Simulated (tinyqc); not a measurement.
# Resistance of a source-drain extension with a graded tip: effects of single changes

y runs along the channel, the gate covers y > 0. The doping is N0 for y < y0 and N0 10^(-(y - y0)/la) beyond, uniform over the depth xj. Sheet conductance s(y) = q mu(N) max(N - Nch, 0) xj + (for y > 0) ma Cox Vo, with mu(N) = u0 + (u1 - u0)/(1 + (N/Nr)^au) and Cox = eps0 eox/tox. Current is taken as one-dimensional; depletion of the tip, spreading and the contact are left out. The metallurgical junction lies at yj, where N = Nch.

Values chosen for this exercise; mobility law close to that of electrons in silicon:
- eox = 9.02 (relative permittivity of the gate insulator (close to aluminium oxide))
- tox = 3.2 nm (insulator thickness)
- N0 = 6.6e19 cm^-3 (active doping of the extension far from the gate)
- la = 3.9 nm/decade (lateral abruptness)
- y0 = 1.2 nm (position under the gate where the fall begins (gate edge at 0))
- xj = 7 nm (depth of the extension)
- Nch = 1e18 cm^-3 (channel doping)
- Ls = 18 nm (spacer length)
- Vo = 0.83 V (gate overdrive)
- ma = 170 cm^2/(V s) (mobility of the gate-induced layer)
- u1 = 1414 cm^2/(V s) (mobility at low doping)
- u0 = 68.5 cm^2/(V s) (mobility at high doping)
- Nr = 9.2e16 cm^-3 (reference doping)
- au = 0.711 (exponent)
- Lg = 45 nm (gate length)

Constants: q = 1.602176634e-19 C, eps0 = 8.8541878128e-14 F/cm where lengths are in cm. Results are converted to the units shown.

Each table varies one quantity; the others keep the values above.

## Abruptness at a fixed junction position

R_spacer = integral of dy/s from -Ls to 0, R_ov from 0 to yj, R_channel = (Lg - 2 yj)/(ma Cox Vo), R_total = 2 R_spacer + 2 R_ov + R_channel. Electrical length L_eff = ma Cox dR_total/d(1/Vo); R_series = R_total - L_eff/(ma Cox Vo). y0 is moved with la so that yj stays at 8.2962 nm.

The same in every row: yj (nm) = 8.296; R_channel (ohm um) = 80.67.

Results:
```
la (nm/decade)  R_spacer (ohm um)  R_ov (ohm um)  R_total (ohm um)  L_eff (nm)  R_series (ohm um)
1                           30.51          10.73             163.2       32.37              71.24
3.6                         30.51          15.74             173.2       36.63              69.15
4.9                         30.66          18.20             178.4       38.74              68.38
6.1                         33.64          19.65             187.2       40.16              73.22
7.4                         41.00          20.54             203.7       41.14              86.93
8.7                         52.12          21.09             227.1       41.78              108.5
10                          66.47          21.47             256.5       42.24              136.6
```

Estimate the missing row, la = 2.3 nm/decade.

Computed row:
```
la (nm/decade)  R_spacer (ohm um)  R_ov (ohm um)  R_total (ohm um)  L_eff (nm)  R_series (ohm um)
2.3                         30.51          13.24             168.2       34.50              70.20
```

With this row back in the table: As la goes from 1 to 10 nm/decade, R_total rises from 163 to 257 ohm um, R_spacer rises from 30.5 to 66.5 ohm um and R_ov rises from 10.7 to 21.5 ohm um. R_total changes on average by 10.4 ohm um for each nm/decade. L_eff exceeds the metallurgical length by 3.96 nm in the first row and 13.8 nm in the last, since the gate also controls the lightly doped tips.

## Effect of the depth of the extension

Same model as above.

The same in every row: yj (nm) = 8.296; R_channel (ohm um) = 80.67.

Results:
```
xj (nm)  R_spacer (ohm um)  R_ov (ohm um)  R_total (ohm um)  L_eff (nm)  R_series (ohm um)
4                    53.39          18.38             224.2       38.98              113.5
7.7                  27.74          15.94             168.0       36.81              63.50
11                   19.42          14.47             148.4       35.64              47.25
15                   14.24          13.15             135.5       34.66              37.03
21                   10.17          11.72             124.4       33.66              28.84
29                   7.365          10.36             116.1       32.79              23.00
40                   5.339          9.059             109.5       32.01              18.57
```

Estimate the missing row, xj = 5.6 nm.

Computed row:
```
xj (nm)  R_spacer (ohm um)  R_ov (ohm um)  R_total (ohm um)  L_eff (nm)  R_series (ohm um)
5.6                  38.14          17.18             191.3       37.87              83.76
```

With this row back in the table: As xj goes from 4 to 40, R_total falls from 224 to 109 ohm um, L_eff falls from 39.0 to 32.0 nm and R_series falls from 114 to 18.6 ohm um.

Computed by the program tinyqc: `OMP_NUM_THREADS=1 python tinyqc.py 2282202 2282203 out.jsonl`, one thread of a shared Intel Xeon 2.30GHz, about 0.03 s for the whole run.
